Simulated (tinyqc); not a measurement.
Ballistic conductance of a hard-wall strip of a two-dimensional electron gas by counting modes: conductance against Fermi energy.

Subband edges E_n = C (n pi/W)^2/m, n = 1, 2, ...; C = hbar^2/(2 m0). Every mode transmits fully; spin gives the factor 2 in 2 q^2/h, valleys the factor gv.

G = (2 q^2/h) gv M; at zero temperature M counts the edges below Ef, at T it is the sum of degeneracy times f. The smooth (Sharvin) count is kF W/pi, kF = sqrt(m Ef/C), and with the boundary term kF W/pi - 1/2. f = 1/(1 + exp((E_n - Ef)/Vt)).

Values chosen for this exercise:
```
symbol  value  unit      meaning
T           4     K  temperature
m       0.023    m0         mass
gv          1            valleys
W          70    nm        width
```

Constants: q = 1.602176634e-19 C, kB = 1.380649e-23 J/K, hbar = 1.054571817e-34 J s, h = 6.62607015e-34 J s, m0 = 9.1093837015e-31 kg, Vt = kB T/q, hbar^2/(2 m0) = 0.0380998212 eV nm^2. Results are converted to the units shown.

Conductance against Fermi energy:
```
Ef (eV)  M at T = 0  M at T  smooth count  with boundary term  G (uS)
0.013             1   1.268         1.974               1.474   98.25
0.023             2   2.000         2.626               2.126   155.0
0.032             3   2.997         3.097               2.597   232.2
0.041             3   3.000         3.505               3.005   232.4
0.05              3   3.000         3.871               3.371   232.4
0.06              4   4.000         4.241               3.741   309.9
0.069             4   4.000         4.548               4.048   309.9
0.078             4   4.000         4.835               4.335   309.9
0.087             5   5.000         5.106               4.606   387.4
0.097             5   5.000         5.392               4.892   387.4
0.106             5   5.000         5.636               5.136   387.4
```

The integer count climbs from 1 to 5; the smooth count goes as Ef^(0.50). In the last row M at T is 11 % below the smooth count and 2.7 % below the count with the boundary term: hard walls push the wave away from the edge and cost modes. The largest gap between M at T and the integer count is 0.27.

Program tinyqc, `OMP_NUM_THREADS=1 python tinyqc.py 2740113 2740114 out.jsonl`; Intel Xeon 2.30GHz, shared host, one thread, about 0.07 s.
